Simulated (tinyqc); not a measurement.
Stoner model of a band ferromagnet, step by step. Values are carried at full precision from step to step, so a last printed digit may differ when a step is redone from the rounded ones.

Density of states per atom and spin: flat with a rise to the top, D(e) = (M/W) [1 - sp + 4 sp (e/W + 1/2)^3]. Levels e -/+ I m/2 for up and down spin, m = n_up - n_down, n_up + n_down = nd. At zero temperature e(N) is the energy below which N states lie, and E(m) = sum over spins of integral e D de - I m^2/4.

Inputs chosen for the exercise:

| symbol | value | unit | meaning |
|---|---|---|---|
| W | 5.9 | eV | band width, e from -W/2 to W/2 |
| M | 5 |  | states per atom and spin |
| nd | 7.16 |  | electrons per atom |
| sp | 0.3 |  | shape parameter |
| I | 0.67 | eV | Stoner parameter |

## The paramagnetic state and the Stoner criterion

Find EF from nd/2 states per spin, D(EF) and the product I D(EF); below 1 the susceptibility is enhanced by 1/(1 - I D).

EF = 1.9155 eV
D(EF) = 1.1635 1/eV
I D(EF) = 0.7796

The paramagnet is locally stable, with a susceptibility enhanced 4.54 times.

## Energy against moment

Tabulate the splitting that the band needs, e(n_up) - e(n_down), against I m, and E(m) - E(0), at nine moments up to saturation m_max = min(nd, 2M - nd).

Energy curve:

| m | e(n_up) (eV) | e(n_down) (eV) | difference (eV) | I m (eV) | E - E(0) (meV) |
|---|---|---|---|---|---|
| 0.000 | 1.9155 | 1.9155 | 0.0000 | 0.0000 | 0.0 |
| 0.355 | 2.0646 | 1.7593 | 0.3053 | 0.2379 | 6.0 |
| 0.710 | 2.2072 | 1.5956 | 0.6116 | 0.4757 | 24.0 |
| 1.065 | 2.3437 | 1.4237 | 0.9201 | 0.7136 | 54.4 |
| 1.420 | 2.4747 | 1.2430 | 1.2317 | 0.9514 | 97.5 |
| 1.775 | 2.6004 | 1.0530 | 1.5474 | 1.1892 | 154.1 |
| 2.130 | 2.7213 | 0.8531 | 1.8683 | 1.4271 | 225.0 |
| 2.485 | 2.8378 | 0.6427 | 2.1951 | 1.6649 | 311.1 |
| 2.840 | 2.9500 | 0.4215 | 2.5285 | 1.9028 | 413.6 |

dE/dm is half of (difference - I m), so E falls wherever I m exceeds the difference.

## The ground state

Take the lowest of E(0), the stationary points e(n_up) - e(n_down) = I m, and saturation.

m = 0.000 muB
exchange splitting I m = 0.000 eV
E - E(0) = 0.0 meV

n_up, n_down: 3.580  3.580

The ground state is not magnetic.

## Checks

- States in the band over M against 1: both 1.000000.

tinyqc: `OMP_NUM_THREADS=1 python tinyqc.py 1651948 1651949 out.jsonl`; about 0.1 s, one thread, shared Intel(R) Xeon(R) Processor @ 2.30GHz.
